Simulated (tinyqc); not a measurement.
Scattering rates of a carrier in a spherical band by Fermi's golden rule. Inputs raised by 2 %, one at a time. Computed by tinyqc, a small Python program. Command: `OMP_NUM_THREADS=1 python tinyqc.py 3000371 3000372 out.jsonl scatter sens`. One thread of a shared host (Intel(R) Xeon(R) Processor @ 2.30GHz), about 0.01 s of CPU time with the checks.

All processes here are isotropic or elastic, and the rate listed is the momentum relaxation rate.

Inputs (values chosen for the exercise, modelled on electrons in diamond):
```
quantity                                            value       unit
density-of-states mass of one valley m              0.488        m_0
non-parabolicity alpha                               0.19       1/eV
static permittivity eps_s                             5.7          -
density rho                                          3515     kg/m^3
sound velocity v_l                                  17900        m/s
acoustic deformation potential D_A                    7.9         eV
phonon energy hbar w                                  140        meV
optical or intervalley deformation potential D_o      7.6  1e8 eV/cm
final valleys Z_f                                       5          -
ionised impurity density N_I                      3.4e+15     1/cm^3
temperature T                                         150          K
carrier energy E                                      150        meV
```

Crystal: non-polar. Band: Kane. Impurity formula: Brooks-Herring. Further scattering: none.

Constants: k_B = 8.617333262e-05 eV/K; eps_0 = 8.8541878128e-12 F/m; k_B = 1.380649e-23 J/K; e = 1.602176634e-19 C; hbar = 1.054571817e-34 J s; m_0 = 9.1093837015e-31 kg; hbar = 6.582119569e-16 eV s.

Method:
- Phonon occupation N_q = 1/(exp(hbar w/(k_B T)) - 1).
- Debye screening by free carriers of density N_I: L_s = sqrt(eps_s eps_0 k_B T/(e^2 N_I)).
- Kane band: hbar^2 k^2/(2 m) = E (1 + alpha E), speed v = hbar k/(m (1 + 2 alpha E)), states per spin, volume and energy g(E) = m k (1 + 2 alpha E)/(2 pi^2 hbar^2); overlap factors are set to 1. Masses are multiplied by m_0 and all formulas are in SI units.
- Acoustic deformation potential (elastic, equipartition, absorption and emission together): 1/tau = 2 pi k_B T D_A^2 g(E)/(hbar rho v_l^2).
- Singly charged impurities, momentum relaxation: 1/tau = N_I e^4 m (1 + 2 alpha E) Phi/(8 pi (eps_s eps_0)^2 hbar^3 k^3), with alpha = 0 for a parabolic band.
- Brooks-Herring: Phi = ln(1 + b) - b/(1 + b), b = 4 k^2 L_s^2.
- Optical or intervalley deformation potential: 1/tau = (pi Z_f D_o^2/(rho w)) [N_q g(E + hbar w) + (N_q + 1) g(E - hbar w)], with g = 0 below the band edge.
- Rates add: 1/tau_m is the sum, and the mean free path is v tau_m.

Runs; columns: (1) input moved; (2) from; (3) to; (4) acoustic rate (1/s); (5) ionised-impurity rate (1/s); (6) momentum relaxation time tau_m (fs); (7) mean free path (nm):
```
(1)                                                               (2)        (3)         (4)         (5)     (6)     (7)
base run                                                            -          -  5.2810e+11  4.1168e+10  352.37  111.17
density-of-states mass of one valley m (m_0)                    0.488    0.49776  5.4403e+11  4.0861e+10  342.23  106.91
non-parabolicity alpha (1/eV)                                    0.19     0.1938  5.2882e+11  4.1181e+10  352.25  111.04
static permittivity eps_s                                         5.7      5.814  5.2810e+11  3.9665e+10  352.55  111.23
sound velocity v_l (m/s)                                        17900      18258  5.0760e+11  4.1168e+10  354.93  111.98
optical or intervalley deformation potential D_o (1e8 eV/cm)      7.6      7.752  5.2810e+11  4.1168e+10  341.34  107.69
ionised impurity density N_I (1/cm^3)                         3.4e+15  3.468e+15  5.2810e+11  4.1889e+10  352.28  111.14
carrier energy E (meV)                                            150        153  5.3408e+11  4.0073e+10  316.01  100.61
```

Exponents ln(y'/y) / ln(x'/x):
```
input                                             acoustic rate  ionised-impurity rate  momentum relaxation time tau_m  mean free path
density-of-states mass of one valley m                    1.500                 -0.378                          -1.473          -1.973
non-parabolicity alpha                                    0.068                  0.016                          -0.017          -0.057
static permittivity eps_s                                 0.000                 -1.878                           0.027           0.027
sound velocity v_l                                       -2.000                  0.000                           0.366           0.366
optical or intervalley deformation potential D_o          0.000                  0.000                          -1.605          -1.605
ionised impurity density N_I                              0.000                  0.877                          -0.013          -0.013
carrier energy E                                          0.568                 -1.362                          -5.500          -5.040
```

To which inputs is each result most sensitive?

Among the inputs moved here: acoustic rate answers most in size to sound velocity v_l (exponent -2.000), next to density-of-states mass of one valley m (+1.500); its exponent is below 0.0005 for static permittivity eps_s, optical or intervalley deformation potential D_o, ionised impurity density N_I. Its exponent +1.500 in density-of-states mass of one valley m: g(E) scales as m^(3/2). Its exponent -2.000 in sound velocity v_l: the elastic constant rho v_l^2 stands in the denominator. Ionised-impurity rate answers most in size to static permittivity eps_s (exponent -1.878), next to carrier energy E (-1.362); its exponent is below 0.0005 for sound velocity v_l, optical or intervalley deformation potential D_o. Momentum relaxation time tau_m answers most in size to carrier energy E (exponent -5.500), next to optical or intervalley deformation potential D_o (-1.605). Mean free path answers most in size to carrier energy E (exponent -5.040), next to density-of-states mass of one valley m (-1.973).

Caution (all rows): the largest acoustic phonon energy 2 hbar v_l k is not small against k_B T, so equipartition is a rough assumption. Caution (all rows): k times the effective Bohr radius is below 1, so the Born approximation behind the Brooks-Herring rate is rough.

Extremes, crossings and ranges named in words are read from the listed rows.
